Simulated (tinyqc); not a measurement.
Non-radiative capture by multiphonon emission, one effective mode: one step, computed by the program tinyqc. Command: `OMP_NUM_THREADS=1 python tinyqc.py 3000765 3000766 out.jsonl capture walk`. One thread of a shared host (Intel(R) Xeon(R) Processor @ 2.30GHz), about 0.02 s of CPU time with the checks.

The initial state (free carrier plus empty centre) lies dE above the final state; both have the same frequency and are displaced by dQ.

Task: Scaled coefficient, cross-section and lifetime. Sommerfeld factor of a repulsive centre: s(k) = 2 pi nu/(exp(2 pi nu) - 1), nu = sqrt(Ry*/E), Ry* = Ry m/eps^2, averaged over (2/sqrt(pi)) sqrt(x) exp(-x) dx with x = E/k_B T = t^2 (trapezoid, t to 6 in steps of 0.01). C = s C_0; v = sqrt(3 k_B T/m); sigma = C/v; tau = 1/(C N_t).

Inputs (values chosen for the exercise, for a model semiconductor): carrier mass m = 0.65 m_0; dielectric constant eps = 10.5; temperature T = 300 K; defect density N_t = 4e+13 cm^-3.

Centre: repulsive.

C_0 = 1.507025e-07 cm^3/s

Constants: Ry = 13.605693123 eV; k_B = 8.617333262e-05 eV/K; k_B = 1.380649e-23 J/K; m_0 = 9.1093837015e-31 kg.

Give: Sommerfeld factor s; capture coefficient C; thermal velocity v; cross-section sigma; capture time.

Result:

Sommerfeld factor s = 0.003977

capture coefficient C = 5.993e-10 cm^3/s

thermal velocity v = 1.449e+07 cm/s

cross-section sigma = 4.137e-17 cm^2

capture time = 4.172e-05 s

Caution: the effective Bohr radius is under 10 angstrom, so the effective-mass Sommerfeld factor is rough.
